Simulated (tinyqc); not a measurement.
Trench capacitor in an array: capacitance, non-linearity, leakage and relaxation: one step of the calculation.

A film between two metal electrodes, each interface adding a series capacitance ci. The small-signal permittivity is ek (1 + aq E^2); the field is found with the linear permittivity. Leakage J = J0 sinh(E/Ef). After a voltage step the film passes a relaxation current kr C V tt^(-nr), tt being the time in seconds. The sidewall is a coaxial capacitor with radii a = dm/2 - t and b = dm/2, depth AR dm; the end face is left out.

Task. Planar capacitance, field and non-linearity. Planar film: Cf = eps0 ek/t, 1/C = 1/Cf + 2/ci, EOT = 3.9 eps0/C, effective permittivity C t/eps0, E = (V/t) C/Cf; quadratic coefficient [C(V)/C - 1]/V^2 with Cf (1 + aq E^2) in C(V).

Values chosen for this exercise; permittivity of the order of that of tantalum oxide: relative permittivity of the film ek = 25; film thickness t = 27 nm; capacitance of each electrode interface (dead layer and screening) ci = 1000 uF/cm^2; quadratic field coefficient of the permittivity aq = 0.007 cm^2/MV^2; bias V = 2.2 V; leakage prefactor J0 = 4.7e-11 A/cm^2; field for an e-fold rise of the leakage Ef = 0.35 MV/cm.

Constants: eps0 = 8.8541878128e-14 F/cm where lengths are in cm. Results are converted to the units shown.

Find: Cf; C; EOT; effective permittivity; E; quadratic coefficient; J.

Result.

Cf = 0.81983 uF/cm^2
C = 0.81849 uF/cm^2
EOT = 4.2189 nm
effective permittivity = 24.959
E = 0.81348 MV/cm
quadratic coefficient = 955.50 ppm/V^2
J = 2.3784e-10 A/cm^2

The interfaces take 0.164 % of the voltage.

Computed by the program tinyqc: `OMP_NUM_THREADS=1 python tinyqc.py 2102125 2102126 out.jsonl`, one thread of a shared Intel Xeon 2.30GHz, about 0.01 s for the whole run.
